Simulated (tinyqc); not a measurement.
Worked calculation: electrons shared among three sets of ellipsoidal valleys. Values are carried at full precision from step to step, so a last printed digit may differ when a step is redone from the rounded ones.

Constants: hbar^2/2m0 = 3.80998211 eV angstrom^2; kB = 8.617333262e-05 eV/K.

Inputs chosen for the exercise (masses and offsets near those of Si; mobilities are free inputs, held fixed; shifted at random, so the results belong to these values and not to a real crystal): ml = (0.906, 0.906, 1.625) m0 (longitudinal masses of Delta2, Delta4, L); mt = (0.1812, 0.1812, 0.1197) m0 (transverse masses); M = (2, 4, 4) (valleys in each set); T = 400 K; dE = (0, 0.018, 0.853) eV (edges of Delta2, Delta4, L above the first, the first two split by strain); n = 1.2e+18 1/cm^3 (total electron density); mu = (1900, 1000, 540) cm^2/(V s) (mobility of each set, for current in the plane normal to the Delta2 axis).

## Masses of each set

One valley: m_d = (ml mt^2)^(1/3). Whole set: m_de = M^(2/3) m_d. Mean over three axes: 1/m_c = (1/ml + 2/mt)/3. Anisotropy K = ml/mt.

m_d, m_de, m_c (m0) and K of each set:

| set | m_d | m_de | m_c | K |
|---|---|---|---|---|
| Delta2 | 0.3098 | 0.4919 | 0.2471 | 5.00 |
| Delta4 | 0.3098 | 0.7808 | 0.2471 | 5.00 |
| L | 0.2855 | 0.7195 | 0.1732 | 13.58 |

m_de/m_c is 1.99 for Delta2, 3.16 for Delta4, 4.16 for L: many anisotropic valleys give many states at a light conductivity mass. m_c is the mean over three axes; a set that holds only some of the equivalent valleys conducts with a mass that depends on direction.

## Effective densities of states

N_i = M_i times N = 2 (m kB T/(4 pi c))^(3/2) with c = hbar^2/2m0, in 1/angstrom^3; times 1e24 for 1/cm^3, with m = (ml mt^2)^(1/3).

kT = 0.034469 eV

N_i (1/cm^3): Delta2 1.3327e+19, Delta4 2.6654e+19, L 2.3581e+19

## Fermi level and populations

F_j(eta) = (1/Gamma(j + 1)) integral_0^infinity x^j dx/(1 + exp(x - eta)), which tends to exp(eta) for eta << 0.

Solve n = sum_i N_i F_1/2((EF - dE_i)/kT), energies from the edge of the first set.

EF = -0.1096 eV

eta_i: Delta2 -3.18, Delta4 -3.70, L -27.93

n_i (1/cm^3): Delta2 5.47e+17, Delta4 6.53e+17, L 1.76e+07

shares: Delta2 0.4559, Delta4 0.5441, L 0.0000

Delta4 holds most electrons (54.4 %). Boltzmann weights N_i exp(-dE_i/kT) would give Delta4 a share of 0.5426.

## Drift and Hall mobility of the mixture

With f_i the shares, mu_drift = sum f_i mu_i; low-field Hall mobility mu_H = sum f_i mu_i^2/mu_drift (scattering and anisotropy factors set to 1); the Hall density is n mu_drift/mu_H; rho = 1/(e n mu_drift), e = 1.602176634e-19 C.

mu_drift = 1410 cm^2/(V s)
mu_H = 1553 cm^2/(V s)
Hall density = 1.09e+18 1/cm^3
rho = 0.00369 ohm cm

A Hall measurement would read 90.8 % of the true density. The mobilities are of the size met in pure crystals; at this density impurities would cut them and raise rho, by a factor of two to ten or more depending on crystal and density.

## Checks

- Share of Delta4 at n = 1e10 1/cm^3 against the Boltzmann weight: both 0.5426.

Run: tinyqc, `OMP_NUM_THREADS=1 python tinyqc.py 1681783 1681784 out.jsonl`; Intel(R) Xeon(R) Processor @ 2.30GHz, one thread, shared host; about 0.01 s of CPU time with all checks.
